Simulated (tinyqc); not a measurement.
Density of states of one tight-binding band on the triangular lattice: one step. Histogram. Three cases, with inputs chosen for the exercise.

Problem. Count the points in equal bins from E_lo to E_hi; g = count/(all points x bin width).

Give: Histogram.

Case 1.

Values chosen: bins = 8 (bins of the histogram); E_lo = -13.313 eV (lower end of the histogram); E_hi = 6.717 eV (upper end).

Distinct energies:
```
E_k (eV)    points
-13.260000       1
-8.840000        6
-2.210000        6
0.000000         6
4.420000        15
6.630000         2
```

Solution.

Histogram:
```
from (eV)   to (eV)  points  g (1/eV)
-13.3130   -10.8093       1    0.0111
-10.8093    -8.3055       6    0.0666
-8.3055     -5.8018       0    0.0000
-5.8018     -3.2980       0    0.0000
-3.2980     -0.7943       6    0.0666
-0.7943      1.7095       6    0.0666
1.7095       4.2133       0    0.0000
4.2133       6.7170      17    0.1886
```

Empty bins: 3 of 8; the fullest holds 17 points. Empty bins inside the band come from the coarse mesh, not from gaps.

Case 2.

Values chosen: bins = 8 (bins of the histogram); E_lo = -3.613 eV (lower end of the histogram); E_hi = 1.817 eV (upper end).

Distinct energies:
```
E_k (eV)   points
-3.540000       1
-1.909280       6
0.225360        6
0.729280        6
1.544640        6
```

Solution.

Histogram:
```
from (eV)  to (eV)  points  g (1/eV)
-3.6130    -2.9343       1    0.0589
-2.9343    -2.2555       0    0.0000
-2.2555    -1.5768       6    0.3536
-1.5768    -0.8980       0    0.0000
-0.8980    -0.2193       0    0.0000
-0.2193     0.4595       6    0.3536
0.4595      1.1382       6    0.3536
1.1382      1.8170       6    0.3536
```

Empty bins: 3 of 8; the fullest holds 6 points. Empty bins inside the band come from the coarse mesh, not from gaps.

Case 3.

Values chosen: bins = 8 (bins of the histogram); E_lo = -12.713 eV (lower end of the histogram); E_hi = 6.417 eV (upper end).

Distinct energies:
```
E_k (eV)    points
-12.660000       1
-10.187981       6
-5.967981        6
-4.220000        6
0.000000        12
1.747981         6
4.220000        21
5.967981         6
```

Solution.

Histogram:
```
from (eV)   to (eV)  points  g (1/eV)
-12.7130   -10.3217       1    0.0065
-10.3217    -7.9305       6    0.0392
-7.9305     -5.5393       6    0.0392
-5.5393     -3.1480       6    0.0392
-3.1480     -0.7568       0    0.0000
-0.7568      1.6345      12    0.0784
1.6345       4.0258       6    0.0392
4.0258       6.4170      27    0.1764
```

Empty bins: 1 of 8; the fullest holds 27 points. Empty bins inside the band come from the coarse mesh, not from gaps.

Computed by tinyqc, one run a case: `OMP_NUM_THREADS=1 python tinyqc.py N N+1 out.jsonl` with N = 1681363, 1681437, 1681868; one thread of a shared Intel(R) Xeon(R) Processor @ 2.30GHz, about 0.09 s a run at most.
